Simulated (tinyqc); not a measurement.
# Surface potential of a MOS transistor: implicit equation and explicit approximations: what changes with what

p-type body, charge-sheet picture, depletion and inversion only, full ionisation (an idealisation for deep acceptors), Boltzmann statistics (rough once Na exp(x - xn) passes about Nc/7). In units of Vt: xg = (Vg - Vfb)/Vt, x = psi/Vt, G = gamma/sqrt(Vt), xn = (2 phiF + Vc)/Vt. The implicit equation is (xg - x)^2 = G^2 [x - 1 + exp(x - xn)] for x above about 3. Cox = eps0 eox/tox.

Inputs (values chosen for the exercise); band and dielectric values close to those of silicon:
```
symbol    value   unit                                                                 meaning
T           300      K                                                             temperature
Eg         1.13     eV                                                                band gap
eps_r      11.7                                                          relative permittivity
Nc      2.83e19  cm^-3                                  conduction-band density of states at T
Nv      2.67e19  cm^-3                                     valence-band density of states at T
eox         3.9         relative permittivity of the gate insulator (close to silicon dioxide)
tox         2.8     nm                                                     insulator thickness
Na       2.6e17  cm^-3                                                        acceptor density
Vfb       -0.83      V                                                       flat-band voltage
Vc          0.5      V                                                    channel-body voltage
Vg         0.84      V                                                       gate-body voltage
```

Constants: q = 1.602176634e-19 C, kB = 1.380649e-23 J/K, Vt = kB T/q, eps0 = 8.8541878128e-14 F/cm where lengths are in cm. Results are converted to the units shown.

Each table varies one quantity; the others keep the values above.

## Accuracy of the approximations against gate voltage

ni = sqrt(Nc Nv) exp(-Eg/(2 Vt)), Eg in volts; phiF = Vt ln(Na/ni); gamma = sqrt(2 q eps0 eps_r Na)/Cox; VT = Vfb + Vt (xn + G sqrt(xn - 1)). Depletion value a = 1 + [sqrt(G^2/4 + xg - 1) - G/2]^2; inversion value b = xn + ln[(xg - xn)^2/G^2 - xn + 1] and first guess y = min(a, b) - ln(1 + exp(-|a - b|)) if a > xn + 1, else b = y = a; one second-order correction with D = exp(y - xn), p = 2 (xg - y) + G^2 (1 + D), w = (xg - y)^2 - G^2 (y - 1 + D): z = y + 2 w/(p + sqrt(p^2 - 2 (2 - G^2 D) w)), or the Newton step z = y + w/p where the root is not real. N_inv = (Cox Vt G/q) [sqrt(x - 1 + exp(x - xn)) - sqrt(x - 1)] at the root. Lambert form (Cox m Vt/q) W0[(G/(2 m sqrt(xn - 1))) exp((Vg - VT)/(m Vt))], m = 1 + G/(2 sqrt(xn - 1)). Errors under 1e-4 mV, and the linear form below VT, are printed as 0.

Result of one run:

| Vg (V) | psi (V) | x - xn | error of y (mV) | error of z (mV) | N_inv (cm^-2) | Cox (Vg - VT)/q (cm^-2) | Lambert form (cm^-2) |
|---|---|---|---|---|---|---|---|
| 1.04 | 1.487 | 3.777 | 20.6 | 5.54 | 7.346e11 | 1.561e12 | 7.655e11 |

What becomes of these results when the gate-body voltage Vg is changed from 1.04 to 0.84 V, all else the same?

Result of the changed run:

| Vg (V) | psi (V) | x - xn | error of y (mV) | error of z (mV) | N_inv (cm^-2) | Cox (Vg - VT)/q (cm^-2) | Lambert form (cm^-2) |
|---|---|---|---|---|---|---|---|
| 0.84 | 1.389 | 0.007467 | 2.40 | -3.13e-4 | 2.035e10 | 2.199e10 | 2.044e10 |

The whole series:

| Vg (V) | psi (V) | x - xn | error of y (mV) | error of z (mV) | N_inv (cm^-2) | Cox (Vg - VT)/q (cm^-2) | Lambert form (cm^-2) |
|---|---|---|---|---|---|---|---|
| 0.44 | 1.031 | -13.84 | 0 | 0 | 2.300e4 | 0 | 1.792e4 |
| 0.64 | 1.211 | -6.898 | 2.58e-3 | 0 | 2.200e7 | 0 | 2.005e7 |
| 0.84 | 1.389 | 0.007467 | 2.40 | -3.13e-4 | 2.035e10 | 2.199e10 | 2.044e10 |
| 1.04 | 1.487 | 3.777 | 20.6 | 5.54 | 7.346e11 | 1.561e12 | 7.655e11 |
| 1.24 | 1.518 | 5.008 | 14.6 | -1.40 | 2.005e12 | 3.101e12 | 2.085e12 |
| 1.44 | 1.537 | 5.729 | 11.3 | -0.532 | 3.387e12 | 4.640e12 | 3.510e12 |
| 1.64 | 1.551 | 6.249 | 9.39 | -0.279 | 4.813e12 | 6.180e12 | 4.974e12 |
| 1.84 | 1.561 | 6.658 | 8.11 | -0.171 | 6.263e12 | 7.719e12 | 6.456e12 |
| 2.04 | 1.570 | 6.996 | 7.18 | -0.115 | 7.729e12 | 9.259e12 | 7.950e12 |

psi rises from 1.03 to 1.57 V and ends 7.0 Vt above 2 phiF + Vc. Among the rows the first guess is off by at most 21 mV (at Vg = 1.04 V) and the corrected value by at most 5.5 mV. In the last row the linear form is 20 % above N_inv and the Lambert form 2.9 % above it; in the first row the Lambert form is 22 % below it. For Vg = 1.04, 1.24, 1.44, 1.64, 1.84, 2.04 the electron quasi-Fermi level lies less than 2 Vt below the band edge at the surface, or above it, where degeneracy and confinement, left out, matter.

## Effect of the acceptor density at fixed gate voltage

Same model as above.

Vfb is held fixed.

Effect of the acceptor density at fixed gate voltage:

| Na (cm^-3) | psi (V) | x - xn | error of y (mV) | error of z (mV) | N_inv (cm^-2) | Cox (Vg - VT)/q (cm^-2) | Lambert form (cm^-2) |
|---|---|---|---|---|---|---|---|
| 8.7e15 | 1.401 | 7.259 | 28.0 | 10.2 | 1.677e12 | 3.149e12 | 1.898e12 |
| 1.9e16 | 1.417 | 6.301 | 27.2 | 9.61 | 1.366e12 | 2.655e12 | 1.515e12 |
| 4.1e16 | 1.430 | 5.273 | 26.8 | 9.17 | 9.859e11 | 2.078e12 | 1.072e12 |
| 9.1e16 | 1.437 | 3.942 | 24.0 | 6.94 | 5.079e11 | 1.340e12 | 5.399e11 |
| 2e17 | 1.414 | 1.487 | 3.26 | -2.45e-3 | 7.655e10 | 3.990e11 | 7.844e10 |
| 4.3e17 | 1.321 | -3.628 | 0.0815 | 0 | 7.114e8 | 0 | 6.822e8 |
| 9.5e17 | 1.181 | -10.65 | 1.07e-4 | 0 | 9.985e5 | 0 | 8.192e5 |
| 2.1e18 | 1.001 | -19.17 | 0 | 0 | 321.1 | 0 | 170.4 |

As Na goes from 8.7e15 to 2.1e18, psi goes from 1.40 through a maximum of 1.44 (at Na = 9.1e16 among the rows listed) to 1.00 V, x - xn falls from 7.26 to -19.2 and N_inv falls from 1.68e12 to 321 cm^-2. The Lambert form lies between 0.531 and 1.13 times N_inv. For Na = 8.7e15, 1.9e16, 4.1e16, 9.1e16 the electron quasi-Fermi level lies less than 2 Vt below the band edge at the surface, or above it, where degeneracy and confinement, left out, matter.

Numbers from tinyqc (`OMP_NUM_THREADS=1 python tinyqc.py 2122207 2122208 out.jsonl`; about 0.01 s on one thread of a shared Intel Xeon 2.30GHz).
